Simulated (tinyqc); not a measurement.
Superjunction drift layer against a plain one, charge balance: two steps of the calculation.

Alternating n and p pillars of equal width wp, doping N and length Lp. When depleted, the lateral field peaks at Ex = q N wp/(2 eps0 eps_r) at the pillar junctions and a uniform vertical field Ey is added; breakdown is taken where Ex^2 + Ey^2 = Ef^2. Only the n pillars conduct, narrowed by the zero-bias depletion. A first-order model: the field peaks at the pillar ends are left out.

Parameters, values chosen for the exercise; values close to those of 4H silicon carbide:
```
symbol  value        unit                                     meaning
eps_r    9.78              relative permittivity of the semiconductor
E16      2.51       MV/cm    critical field at a doping of 1e16 cm^-3
mx        937  cm^2/(V s)                      mobility at low doping
mi       38.9  cm^2/(V s)                     mobility at high doping
Nr       2e17       cm^-3            reference doping of the mobility
BV       4900           V                    wanted breakdown voltage
wp        1.5          um                        width of each pillar
Ef        2.3       MV/cm           critical field inside the pillars
a        0.77                     lateral peak field as a share of Ef
Vb        2.8           V    built-in voltage of the pillar junctions
```

Constants: q = 1.602176634e-19 C, eps0 = 8.8541878128e-14 F/cm where lengths are in cm. Results are converted to the units shown.

Question 1. Doping of the plain drift layer. Ec(N) = E16 (N/1e16 cm^-3)^(1/8); N(new) = eps0 eps_r Ec(N)^2/(2 q BV).

N after iteration 1 = 3.4745499e15 cm^-3

Wanted: Ec; N after iteration 2.

Answer 1.

Ec = 2.199 MV/cm
N after iteration 2 = 2.668e15 cm^-3

Question 2. Design of the pillars. Ex = a Ef gives N = 2 eps0 eps_r a Ef/(q wp); Ey = Ef sqrt(1 - a^2); Lp = BV/Ey; xd = sqrt(eps0 eps_r Vb/(q N)) on each side; Rsp = 2 Lp/(q mu(N) N (1 - 2 xd/wp)). mu(N) = mi + (mx - mi)/(1 + (N/Nr)^0.9).

Wanted: N; Ey; Lp; xd; Rsp.

Answer 2.

N = 1.2762e17 cm^-3
Ey = 1.4675 MV/cm
Lp = 33.390 um
xd = 0.10889 um
Rsp = 0.66157 mohm cm^2

The pillars have an aspect ratio of 22.3. Their doping is 52.2 times, and their Rsp 0.0512 times, that of the plain layer.

Computed by the program tinyqc: `OMP_NUM_THREADS=1 python tinyqc.py 2590057 2590058 out.jsonl`, one thread of a shared Intel Xeon 2.30GHz, about 0.01 s for the whole run.
